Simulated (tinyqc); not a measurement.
From barrier / (k_B T) back to reversing field h = H/H_K: single-domain magnet: Stoner-Wohlfarth switching, Neel-Arrhenius retention, LLG dynamics and spin torque. Computed by tinyqc, a small Python program. Command: `OMP_NUM_THREADS=1 python tinyqc.py 3013087 3013088 out.jsonl macro inv`. One thread of a shared host (Intel(R) Xeon(R) Processor @ 2.30GHz), about 0.03 s of CPU time with the checks.

The moment is uniform, with unit vector m; z is the easy axis. mu_0 = 1.25663706212e-6 T m/A, gamma = 1.76085963023e11 rad/(s T).

Inputs (values chosen for the exercise, for a model magnet):
```
quantity                            value     unit
saturation magnetisation M_s          831     kA/m
diameter d                             58       nm
thickness t                             1       nm
interface anisotropy K_i            0.488   mJ/m^2
bulk anisotropy K_u                     0   kJ/m^3
exchange stiffness A                   15     pJ/m
temperature T                         300        K
attempt frequency f0                    1      GHz
field angle psi from the easy axis     85  degrees
waiting time t_w                    0.001        s
```

Shape: thin disc, easy axis normal to it.

Constants: k_B = 1.380649e-23 J/K.

Method:
- The disc is treated as an oblate spheroid with p = t/d: N_z = [1 - p arccos(p)/sqrt(1 - p^2)]/(1 - p^2); V = pi d^2 t/4; K_eff = K_u + K_i/t + K_shape, K_shape = -(mu_0 M_s^2/4)(3 N_z - 1); mu_0 H_K = 2 K_eff/M_s.
- Delta = K_eff V/(k_B T); tau = exp(Delta)/f0; probability of a flip within t_w: P = 1 - exp(-t_w/tau). Wall width parameter sqrt(A/K_eff); a two-domain state costs 4 sqrt(A K_eff) times the cross-section that the wall cuts (d t).
- Energy over K_eff V: e(theta) = sin^2(theta) + 2 h cos(theta - psi) for m at the angle theta from +z and a field that points at psi from -z (it pulls m away from +z towards negative theta); h_sw = (cos^(2/3) psi + sin^(2/3) psi)^(-3/2).
- The metastable minimum and the saddle are the two roots of e'(theta) = sin(2 theta) - 2 h sin(theta - psi) on either side of theta_c = -arctan(tan^(1/3) psi).

Question. A run gave the result below. Find the reversing field h = H/H_K, known to lie between 0.16 and 0.33.

barrier / (k_B T) = 26.9022

Answer.

Each step takes the trial c = (a f_b - b f_a)/(f_b - f_a), f being the result less the target and a, b, c the logarithms of the listed values; c replaces end b, the old b replaces a if the sign of f changed, and otherwise f_a is halved.

Scan of the range:
```
reversing field h = H/H_K  barrier / (k_B T)
0.160                                30.9203
0.181                                29.1835
0.204                                27.3300
0.230                                25.2964
0.259                                23.1062
0.292                                20.7151
0.330                                18.0970
```

False position (Illinois rule, in the logarithm of the input) inside the bracket:
```
step     end a     end b     trial  barrier / (k_B T)
1     0.204000  0.230000  0.209213            26.9170
2     0.230000  0.209213  0.209394            26.9027
3     0.230000  0.209394  0.209406            26.9017
4     0.209394  0.209406  0.209400            26.9022
```

Barrier / (k_B T) falls at every point of a 13-point scan of the range (every second point is shown), so one value fits; it is bracketed by 0.204 and 0.230. Answer: reversing field h = H/H_K = 0.2094.

Caution: a flat cylinder has a smaller N_z than the spheroid of the same t/d, so K_eff of a real disc is larger.
